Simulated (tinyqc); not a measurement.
Tight binding, honeycomb lattice, step by step. One step of it, computed by the program tinyqc.

Question. Bloch Hamiltonian at k. H_AB = -t1 (1 + exp(-i k.a1) + exp(-i k.a2)); H_AA = delta - 2 t2 sum cos(k.b + phi), H_BB = -delta - 2 t2 sum cos(k.b - phi), b = a1, a2 - a1, -a2.

Parameters chosen for this model:
```
parameter,value,unit
t1,2.770000,"eV, nearest"
t2,0.200000,"eV, second neighbours"
phi,-2.340000,"rad, phase of t2 (Haldane)"
delta,0.280000,"eV, +/- on A and B"
```

k point k (fractions of the reciprocal vectors): -0.350000  -0.080000

Give: H(k) at k.

Answer.

H(k) at k (eV):
```
,A,B
A,0.1343,-3.5692-3.5754i
B,-3.5692+3.5754i,-0.0435
```
